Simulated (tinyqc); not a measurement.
Hot carriers by balance equations with a heated Maxwellian: one step, computed by the program tinyqc.

The carriers follow a Maxwellian at an electron temperature T_e, slightly displaced; the drift energy is neglected against k_B T_e. The balance averages the rate, not the time, so mu_0 lies below the relaxation-time value.

Problem. Drift velocity. Parabolic band: E = hbar^2 k^2/(2 m), speed v = hbar k/m, states per spin, volume and energy g(E) = m k/(2 pi^2 hbar^2). Masses are multiplied by m_0 and all formulas are in SI units. Phonon occupation N_q = 1/(exp(hbar w/(k_B T)) - 1). Acoustic deformation potential (elastic, equipartition, absorption and emission together): 1/tau = 2 pi k_B T D_A^2 g(E)/(hbar rho v_l^2). Optical or intervalley deformation potential: 1/tau = (pi Z_f D_o^2/(rho w)) [N_q g(E + hbar w) + (N_q + 1) g(E - hbar w)], with g = 0 below the band edge. Averages over the Maxwellian, <y> = int y x^(1/2) exp(-x) dx / int x^(1/2) exp(-x) dx with x = E/(k_B T_e), split at x_0 = hbar w/(k_B T_e): 64 Gauss-Legendre points in sqrt(x) below it and 128 in sqrt(x - x_0) above it, up to x = 32. Momentum balance: mu(T_e) = e/(m nu), nu = <x (sum of rates)>/<x>. Power lost per carrier: P(T_e) = hbar w <emission rate - absorption rate> + <(2 m v_l^2/(k_B T)) (E - 2 k_B T) acoustic rate>. v = mu(T_e) F; warm-carrier coefficient (mu/mu_0 - 1)/F^2.

Inputs (values chosen for the exercise, for a model non-polar semiconductor):

| quantity | value | unit |
|---|---|---|
| effective mass m | 0.496 | m_0 |
| density rho | 3080 | kg/m^3 |
| sound velocity v_l | 11600 | m/s |
| acoustic deformation potential D_A | 11 | eV |
| phonon energy hbar w | 28.8 | meV |
| optical or intervalley deformation potential D_o | 4.5 | 1e8 eV/cm |
| final valleys Z_f | 3 | - |
| lattice temperature T | 400 | K |
| electric field F | 12 | kV/cm |

Band: parabolic. Solver: Newton.

electron temperature T_e = 462.0032 K

low-field mobility mu_0 = 161.5844 cm^2/(V s)

Constants: k_B = 8.617333262e-05 eV/K; k_B = 1.380649e-23 J/K; e = 1.602176634e-19 C; hbar = 1.054571817e-34 J s; m_0 = 9.1093837015e-31 kg; hbar = 6.582119569e-16 eV s.

Give: mobility mu(T_e); drift velocity; mu/mu_0; (mu/mu_0 - 1)/F^2.

Solution.

mobility mu(T_e) = 148.0 cm^2/(V s)

drift velocity = 0.1776 1e7 cm/s

mu/mu_0 = 0.9157

(mu/mu_0 - 1)/F^2 = -5.852e-04 cm^2/kV^2
